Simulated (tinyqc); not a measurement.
Surface photovoltage measurement of the minority-carrier diffusion length in a wafer: one step, computed by the program tinyqc. Command: `OMP_NUM_THREADS=1 python tinyqc.py 3130338 3130339 out.jsonl spv walk`. One thread of a shared host (Intel(R) Xeon(R) Processor @ 2.30GHz), about 0.01 s of CPU time with the checks.

Low injection, steady light, a depletion layer much thinner than 1/alpha and L. The excess density dn is taken at the front edge of the neutral region; light that reaches the back is lost.

Task: The linear plot. alpha = (84.732/lambda - 76.417)^2 per cm with lambda in micrometre (an empirical fit for silicon between 0.7 and 1.05 micrometre). Thick wafer: dn = Phi L/((S_f + D/L)(L + 1/alpha)). Finite wafer, with s = S_b L/D, w = W/L, a = alpha L: dn = [Phi a/(a^2 - 1)] [a - B - exp(-alpha W)(a - s)/(cosh w + s sinh w)]/(S_f + B D/L), B = (sinh w + s cosh w)/(cosh w + s sinh w). Readings y = (Phi/dn) (1 + noise x g) at 780, 830, 880, 920, 950, 975 and 995 nm; a least-squares line y = c (1/alpha + L_app) gives L_app = intercept/slope.

Inputs (values chosen for the exercise, modelled on p-type silicon at room temperature):
```
quantity,value,unit
diffusion length L,460,micrometre
wafer thickness W,625,micrometre
diffusivity D,33.8,cm^2/s
front recombination velocity S_f,370,cm/s
back recombination velocity S_b,24000,cm/s
photon flux entering,7.1e+12,1/(cm^2 s)
relative noise of each reading,0.5,%
```

normal deviates g for the noise: [2.26, -1.36, -0.37, 0.19, -0.09, 0.64, -0.66]

Give: the table «Readings» with the columns 1/alpha (micrometre), y (cm/s), line (cm/s), for lambda (nm) = 780, 830, 880, 920, 950, 975, 995; slope; apparent length L_app; error of L_app (rounded to 0.001).

Result:

Readings:
```
lambda (nm),1/alpha (micrometre),y (cm/s),line (cm/s)
780,9.64,1244.7,1229.2
830,15.18,1238.9,1247.1
880,25.33,1275.8,1279.7
920,40.66,1326.7,1329.1
950,61.28,1389.9,1395.4
975,90.92,1492.9,1490.8
995,130.89,1621.9,1619.5
```

slope = 3.2184 cm/(s micrometre)

apparent length L_app = 372.31 micrometre

error of L_app (rounded to 0.001) = -19.064 %

Without noise the error would be -20.2 %, from the finite thickness at W/L = 1.4. S_f scales all readings alike and leaves L_app unchanged.
